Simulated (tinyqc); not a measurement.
Activation against anneal temperature: dopants and charged point defects at anneal temperature: Fermi-level effect, clustering and pairing. Computed by tinyqc, a small Python program. Command: `OMP_NUM_THREADS=1 python tinyqc.py 3028470 3028471 out.jsonl pairing walk`. One thread of a shared host (Intel(R) Xeon(R) Processor @ 2.30GHz), about 0.02 s of CPU time with the checks.

Boltzmann statistics and full ionisation of active dopants. Energies are counted from the valence band; the defect (a vacancy or self-interstitial) has five charge states, with all degeneracy factors one.

Inputs (values chosen for the exercise, with bands modelled on germanium):
```
quantity                      value   unit
gap at 0 K E_g0                0.73     eV
Varshni alpha               0.00046   eV/K
Varshni beta                    240      K
electron mass m_e             0.224    m_0
valleys M_c                       4      -
hole mass m_h                 0.329    m_0
anneal temperature T            940      K
total dopant density N      2.8e+19  cm^-3
site density N_s            2.6e+22  cm^-3
dopant atoms per cluster k        3      -
cluster binding energy E_b     1.89     eV
```

Dopant: donor. Second part: clustering of the dopant.

Constants: m_0 = 9.1093837015e-31 kg; k_B = 1.380649e-23 J/K; h = 6.62607015e-34 J s; k_B = 8.617333262e-05 eV/K.

Method:
- E_g = E_g0 - alpha T^2/(T + beta).
- N_c = 2 M_c (2 pi m_e k_B T/h^2)^(3/2) and N_v = 2 (2 pi m_h k_B T/h^2)^(3/2), masses in units of m_0.
- n_i = sqrt(N_c N_v) exp(-E_g/2 k_B T); E_i = E_g/2 + (k_B T/2) ln(N_v/N_c).
- n = A/2 + sqrt(A^2/4 + n_i^2) for an active density A.
- k ionised dopants and k carriers form one neutral cluster: C = N_s (A/N_s)^k (n/N_b)^k exp(E_b/k_B T), N_b the effective density of states of the majority band, and N = A + k C (60 bisections in ln A between ln N - 90 and ln N).

Equilibrium activation:
```
T (K)  n_i (cm^-3)  active A (cm^-3)  clusters C (cm^-3)  active share
560     6.0860e+16        3.2138e+17          9.2262e+18       0.01148
660     2.6774e+17        9.5602e+17          9.0147e+18       0.03414
750     7.4739e+17        1.9837e+18          8.6721e+18       0.07085
850     1.8596e+18        3.6875e+18          8.1042e+18       0.13170
940     3.6446e+18        5.6801e+18          7.4400e+18       0.20286
1030    6.4404e+18        7.9899e+18          6.6700e+18       0.28535
1130    1.1049e+19        1.0739e+19          5.7538e+18       0.38352
```

What does the comparison show, and why?

The active share goes from 0.0115 at 560 K to 0.384 at 1130 K, so a layer activated by a hot, short anneal is metastable and deactivates in later, cooler steps if the dopant can move. Over the first three rows, where most dopant is clustered, a fit of ln A rises with slope 0.347 eV against -1/k_B T, near E_b/(2k) = 0.315 eV plus 0.75 k_B T.
